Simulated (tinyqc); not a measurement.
Carrier lifetime from Shockley-Read-Hall, radiative, Auger and surface recombination: one step, computed by the program tinyqc. Command: `OMP_NUM_THREADS=1 python tinyqc.py 3004045 3004046 out.jsonl lifetime walk`. One thread of a shared host (Intel(R) Xeon(R) Processor @ 2.30GHz), about 0.02 s of CPU time with the checks.

Energies are counted from the top of the valence band. Boltzmann statistics, full ionisation, and equal excess densities of electrons and holes.

Question. Lifetimes at the given injection. With n = n_0 + dn, p = p_0 + dn and U/dn = 1/tau: (n p - n_i^2)/dn = n_0 + p_0 + dn = s; 1/tau_SRH = s/[tau_p0 (n + n1) + tau_n0 (p + p1)]; 1/tau_rad = B s; 1/tau_Aug = (C_n n + C_p p) s; the rates add, with 1/tau_s. Radiative efficiency = tau_eff/tau_rad; effective diffusion length = sqrt(D tau_eff).

Inputs (values chosen for the exercise, for a model semiconductor):
```
quantity                   value    unit
temperature T                300       K
doping N                 1.6e+14   cm^-3
radiative coefficient B  5.2e-11  cm^3/s
Auger coefficient C_n    1.1e-31  cm^6/s
Auger coefficient C_p    7.9e-32  cm^6/s
excess density dn        4.6e+15   cm^-3
diffusion coefficient D      7.8  cm^2/s
```

Doping: n-type. Surface term: two equal surfaces.

n_0 = 1.60e+14 cm^-3

p_0 = 6.007492e-14 cm^-3

tau_p0 = 8.939927e-05 s

n1 = 6.585151e+13 cm^-3

tau_n0 = 5.077592e-06 s

p1 = 1.459646e-13 cm^-3

tau_s = 2.367623e-04 s

Give: tau_SRH at dn; tau_rad at dn; tau_Aug at dn; effective lifetime at dn; radiative efficiency at dn; effective diffusion length at dn.

Answer.

tau_SRH at dn = 9.554e-05 s

tau_rad at dn = 4.040e-06 s

tau_Aug at dn = 0.2368 s

effective lifetime at dn = 3.814e-06 s

radiative efficiency at dn = 0.9440

effective diffusion length at dn = 54.54 micrometre

Caution: beyond low injection D should be the ambipolar coefficient.
